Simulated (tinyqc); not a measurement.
What each parameter does: pair of shallow donors (hydrogen-like orbitals).

Each donor has the orbital exp(-r/a); energy unit Ha* = q/(eps a), q = e^2/(4 pi eps0), so that a lone donor is bound by Ha*/2; x = R/a. One electron: S = (1 + x + x^2/3) exp(-x), j = 1/x - (1 + 1/x) exp(-2x), k = (1 + x) exp(-x); levels E(+/-) = -1/2 - (j +/- k)/(1 +/- S) in Ha*, without the repulsion of the ions, split by D = |E(-) - E(+)|.

Two electrons, Heitler-London: with S' = (1 - x + x^2/3) exp(x), C = 1/x - exp(-2x)(1/x + 11/8 + 3x/4 + x^2/6), X = (1/5){exp(-2x)(25/8 - 23x/4 - 3x^2 - x^3/3) + (6/x)[S^2 (0.5772157 + ln x) + S'^2 Ei(-4x) - 2 S S' Ei(-2x)]}, Q = C - 2j + 1/x and A = X - 2 S k + S^2/x, the singlet and triplet lie at (Q +/- w A)/(1 +/- w S^2) from two lone donors, with the valley weight w = 1 (one valley); the exchange is J = triplet - singlet.

Constants: e^2/(4 pi eps0) = 14.39964547 eV angstrom.

Parameters, chosen for this exercise (out of a larger set: near those of two donors in GaAs; not measured data):

| symbol | value | unit | meaning |
|---|---|---|---|
| a | 97 | angstrom | orbital radius |
| eps | 13.2 |  | dielectric constant |
| R | 305 | angstrom | separation |

x, D = |E(-) - E(+)| and J.

One parameter was then changed.

Results before and after:

| case | x | D (meV) | J (micro-eV) |
|---|---|---|---|
| base | 3.144 | 1.941 | 738 |
| changed | 2.858 | 2.168 | 968 |

Which of these changes was made? (a) eps = 14.5; (b) a = 106.7 angstrom; (c) R = 351 angstrom.
Answer: (b) a = 106.7 angstrom. Of the candidates, run in turn, only this one gives the changed row.

All candidates:

| case | x | D (meV) | J (micro-eV) |
|---|---|---|---|
| base | 3.144 | 1.941 | 738 |
| a = 106.7 angstrom | 2.858 | 2.168 | 968 |
| eps = 14.5 | 3.144 | 1.767 | 672 |
| R = 351 angstrom | 3.619 | 1.373 | 388 |

(tinyqc, `OMP_NUM_THREADS=1 python tinyqc.py 1252206 1252207 out.jsonl`, Intel(R) Xeon(R) Processor @ 2.30GHz, 1 thread, shared host, about 0.01 s.)
